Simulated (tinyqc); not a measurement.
Dose and depth of a threshold implant.

Inverse problem. A sheet of D acceptors per cm^2 lies at depth xi inside the depleted layer of a body doped Na. In the depletion approximation VT = Vfb + f2 + q D/Cox + gamma sqrt(f2 + Vsb - q D xi/(eps0 eps_r)), gamma = sqrt(2 eps0 eps_r q Na)/Cox, Cox = eps0 eox/tox. Find gamma, D and xi.

Parameters, values chosen for the exercise; band and dielectric values close to those of silicon:
```
symbol   value   unit                                                                 meaning
eps_r     11.8                                                          relative permittivity
Na      2.5e16  cm^-3                                       acceptor density deep in the body
eox        3.9         relative permittivity of the gate insulator (close to silicon dioxide)
tox        3.6     nm                                                     insulator thickness
Vfb      -0.88      V                                                       flat-band voltage
f2       0.841      V                                        band bending 2 phiF at threshold
```

Constants: q = 1.602176634e-19 C, eps0 = 8.8541878128e-14 F/cm where lengths are in cm. Results are converted to the units shown.

VT against the source at Vsb = 0 and 1.2 V (V): 0.078395125  0.13105929

Solution. With y^2 = f2 - q D xi/(eps0 eps_r) and d the difference of the thresholds over gamma, sqrt(y^2 + Vsb) - y = d gives y = (Vsb - d^2)/(2 d). The first threshold then gives D, and y^2 gives xi.

gamma = 0.0954 V^0.5
D = 2.40e11 cm^-2
xi = 50.0 nm

Numbers from tinyqc (`OMP_NUM_THREADS=1 python tinyqc.py 2080132 2080133 out.jsonl`; about 0.5 s on one thread of a shared Intel Xeon 2.30GHz).
